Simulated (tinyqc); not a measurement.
# Elastic trap-assisted tunnelling through a dielectric: what changes with what

Emitter at x = 0 (Fermi level 0), collector at x = t (Fermi level -V), band edge U(x) = phi - F x, F = V/t. A trap at x has the energy E = U(x) - Et. With G(u) = (4/(3 F)) sqrt(mo/C) max(u, 0)^1.5, C = hbar^2/(2 m0): S1 = G(phi - E) - G(Et), S2 = G(Et) - G(phi - V - E), T1,2 = exp(-S1,2). The steady rate through one trap is nu T1 T2 (f1 - f2)/(T1 + T2), f1 = f(E), f2 = f(E + V), f(y) = 1/(1 + exp(y/Vt)); both contacts offer states at E.

Values chosen for this exercise; dielectric values close to those of silicon dioxide:

| symbol | value | unit | meaning |
|---|---|---|---|
| T | 300 | K | temperature |
| phi | 3.05 | eV | barrier above the emitter Fermi level |
| mo | 0.51 | m0 | tunnelling mass |
| t | 6.3 | nm | thickness |
| Et | 2.23 | eV | trap depth below the band edge of the dielectric |
| Nt | 1.2e17 | cm^-3 | trap density |
| nu | 1e13 | 1/s | attempt frequency |
| V | 3.21 | V | voltage |

Constants: q = 1.602176634e-19 C, kB = 1.380649e-23 J/K, hbar = 1.054571817e-34 J s, m0 = 9.1093837015e-31 kg, Vt = kB T/q, hbar^2/(2 m0) = 0.0380998212 eV nm^2. Results are converted to the units shown.

Each table varies one quantity; the others keep the values above.

## Effect of the trap depth

J = q Nt times the integral of the rate over x. Direct S = (4/(3 F)) sqrt(mo/C) [phi^1.5 - max(phi - V, 0)^1.5].

The same in every row: direct S = 51.0.

Effect of the trap depth:
```
Et (eV)  J (A/cm^2)  x of the peak over t  larger S there
1.37       1.11e-12                 0.518            35.3
1.62       8.95e-11                 0.441            30.9
1.87        6.97e-9                 0.366            26.4
2.12        1.88e-9                 0.363            29.4
2.36       7.05e-11                 0.391            32.2
2.61       4.27e-12                 0.407            34.7
2.86       4.04e-13                 0.418            36.9
3.11       4.91e-14                 0.426            38.8
3.35       7.61e-15                 0.433            40.6
```

What does the comparison show?

J goes from 1.11e-12 through a maximum of 6.97e-9 (at Et = 1.87 eV among the rows listed) to 7.61e-15 A/cm^2. Shallow traps near the emitter lie above its Fermi level and stay empty, while deep traps face higher barriers, so a middle depth conducts best.

## Effect of the thickness at fixed voltage

Same model as above.

Results:
```
t (nm)  J (A/cm^2)  x of the peak over t  larger S there  direct S
3.2        0.00103                 0.366            15.8      25.9
4          2.37e-5                 0.372            19.6      32.4
5.7        7.08e-9                 0.378            27.9      46.1
6.5       1.51e-10                 0.380            31.7      52.6
7.3       3.19e-12                 0.381            35.6      59.1
8.2       4.12e-14                 0.383            40.0      66.4
9         8.59e-16                 0.383            43.8      72.9
```

Estimate the missing row, t = 4.9 nm.

Computed row:
```
t (nm)  J (A/cm^2)  x of the peak over t  larger S there  direct S
4.9        3.26e-7                 0.376            24.0      39.7
```

With this row back in the table: J falls from 0.00103 to 8.59e-16 A/cm^2, on average 2.08 decades a nanometre, against 3.52 for the direct exponent: trap-assisted leakage falls more slowly, so it gains on direct tunnelling as the layer thickens.

Range of the model: Phonon-assisted (inelastic) capture, chains of traps and a spread of trap depths are left out.

tinyqc, about 0.04 s, one thread, Intel Xeon 2.30GHz (shared host): `OMP_NUM_THREADS=1 python tinyqc.py 2370098 2370099 out.jsonl`
